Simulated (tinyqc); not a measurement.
What moves the tail: Franz-Keldysh effect at a direct gap.

Parabolic bands, vertical transitions, no excitons. For each hole band j: mr = me mj/(me + mj); joint density of states J_j(E) = (mr/c)^(3/2) sqrt(E - Eg)/(2 pi^2), both spins, c = hbar^2/2m0; averaged matrix element |e.p|^2 = m0 Ep/6; alpha_j(E) = 4 pi^2 alpha_f c Ep J_j/(3 nr E) in 1/angstrom (alpha_f the fine-structure constant, listed as alpha among the constants), times 1e8 for 1/cm.

In a field Fd (1 kV/cm = 1e-5 V/angstrom) the electro-optic energy of band j is th = (c (e Fd)^2/mr)^(1/3), and sqrt(E - Eg) in J_j is replaced by pi sqrt(th) [Ai'(b)^2 - b Ai(b)^2] with b = (Eg - E)/th; Ai is the Airy function.

Constants: hbar^2/2m0 = 3.80998211 eV angstrom^2; fine-structure constant alpha = 0.007297352564.

Inputs chosen for the exercise (near those of GaAs; shifted at random, so the results belong to these values and not to a real crystal): Eg = 1.411 eV (direct gap); me = 0.066 m0 (electron mass); mhh = 0.477 m0 (heavy-hole mass); mlh = 0.0808 m0 (light-hole mass); Ep = 25.3 eV (Kane energy); nr = 3.56 (refractive index); Fd = 70 kV/cm (uniform field); det = 25 meV (detuning below the gap).

At E = Eg - det.

One parameter was then changed.

Results before and after:

| case | th heavy (meV) | alpha (1/cm) |
|---|---|---|
| base | 31.814 | 206.1 |
| changed | 30.549 | 221.6 |

Which of these changes was made? (a) mlh = 0.105 m0; (b) me = 0.0759 m0; (c) Fd = 91 kV/cm; (d) det = 35 meV; (e) Ep = 27.8 eV; (f) nr = 3.74.

Answer: (b) me = 0.0759 m0. Of the candidates, run in turn, only this one gives the changed row.

All candidates:

| case | th heavy (meV) | alpha (1/cm) |
|---|---|---|
| base | 31.814 | 206.1 |
| Fd = 91 kV/cm | 37.895 | 298.8 |
| det = 35 meV | 31.814 | 98.43 |
| me = 0.0759 m0 | 30.549 | 221.6 |
| mlh = 0.105 m0 | 31.814 | 213.8 |
| Ep = 27.8 eV | 31.814 | 226.5 |
| nr = 3.74 | 31.814 | 196.2 |

(tinyqc, `OMP_NUM_THREADS=1 python tinyqc.py 1681988 1681989 out.jsonl`, Intel(R) Xeon(R) Processor @ 2.30GHz, 1 thread, shared host, about 0.01 s.)
